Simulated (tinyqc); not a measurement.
From results back to parameters: band gaps under pressure and temperature from deformation potentials. Two cases, with inputs chosen for the exercise.

Problem. A gap falls from its value at 0 K by aV T^2/(T + bV). The falls at two temperatures are given.

Find: T^2/fall; aV; bV.

Method. T^2/fall = (T + bV)/aV is a straight line in T with slope 1/aV and intercept bV/aV.

Case 1.

Values chosen (out of a larger set: near those of GaP, the X and L potentials typical of such crystals; not measured data): T12 = (400, 500) K (two temperatures).

falls at the two temperatures (meV): 118.857143  164.367816

Solution.

T^2/fall (K^2/meV): 1346.2  1521.0

aV = 0.572 meV/K
bV = 370 K

Case 2.

Values chosen (out of a larger set: near those of GaP, the X and L potentials typical of such crystals; not measured data): T12 = (77, 200) K (two temperatures).

falls at the two temperatures (meV): 7.663073  40.884354

Solution.

T^2/fall (K^2/meV): 773.7  978.4

aV = 0.601 meV/K
bV = 388 K

Computed by tinyqc, one run a case: `OMP_NUM_THREADS=1 python tinyqc.py N N+1 out.jsonl` with N = 1081573, 1081592; one thread of a shared Intel(R) Xeon(R) Processor @ 2.30GHz, about 0.01 s a run at most.
